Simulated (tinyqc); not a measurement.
Tunnelling through a gate dielectric with the two-band (Franz) dispersion, WKB transmission and Tsu-Esaki current: two steps of the calculation.

Electrons leave the emitter at x = 0. Energies E (motion across the layers) are in eV from the emitter Fermi level; the collector Fermi level lies at -V and offers states at every E. No charge in the dielectric and no image force: F1 = V/t1, U = phi1 - F1 x. With C = hbar^2/(2 m0), kappa = sqrt(m u (1 - u/Egx)/C), u = U - E where U > E and 0 elsewhere; T(E) = exp(-S), S = 2 times the integral of kappa over x.

Values chosen for this exercise; dielectric values close to those of zirconium oxide: barrier of layer 1 above the emitter Fermi level at zero bias phi1 = 1.38 eV; tunnelling mass of layer 1 m1 = 0.26 m0; thickness of layer 1 t1 = 4.8 nm; gap parameter of the two-band dispersion, set freely Egx = 6.6 eV; voltage across the dielectric V = 1.6 V; energy of the electron followed E = 0.16 eV; cells in each layer nc = 7.

Constants: q = 1.602176634e-19 C, hbar = 1.054571817e-34 J s, m0 = 9.1093837015e-31 kg, hbar^2/(2 m0) = 0.0380998212 eV nm^2. Results are converted to the units shown.

Question 1. WKB exponent by the midpoint rule. Cut each layer into nc equal cells, take U and kappa at the cell centres, and sum S = 2 sum kappa h.

Wanted: x; U; kappa; S; T(E).

Answer 1.

```
cell  x (nm)  U (eV)  kappa (1/nm)
0      0.343   1.266         2.506
1      1.029   1.037         2.278
2      1.714   0.809         1.998
3      2.400   0.580         1.638
4      3.086   0.351         1.126
5      3.771   0.123         0.000
6      4.457  -0.106         0.000
```

S = 13.09
T(E) = 2.060e-6

Question 2. WKB exponent in closed form. Each layer adds (2/F) sqrt(m/C) [G(u at its left edge) - G(u at its right edge)] to S, with u = U - E (0 where negative) and G(u) = Egx^1.5 (th - sin(4 th)/4)/4, th = arcsin sqrt(u/Egx). The slope follows from 1/d = -dS/dE.

Give: S; T(E); energy d over which T(E) grows by a factor e.

Answer 2.

S = 13.27
T(E) = 1.722e-6
energy d over which T(E) grows by a factor e = 0.06398 eV

The midpoint rule gives S = 13.093, so its T(E) is 20 % above this value. The band edge of layer 1 drops below E inside the layer: the barrier there is triangular (the Fowler-Nordheim case).

Program tinyqc, `OMP_NUM_THREADS=1 python tinyqc.py 2540118 2540119 out.jsonl`; Intel Xeon 2.30GHz, shared host, one thread, about 0.06 s.
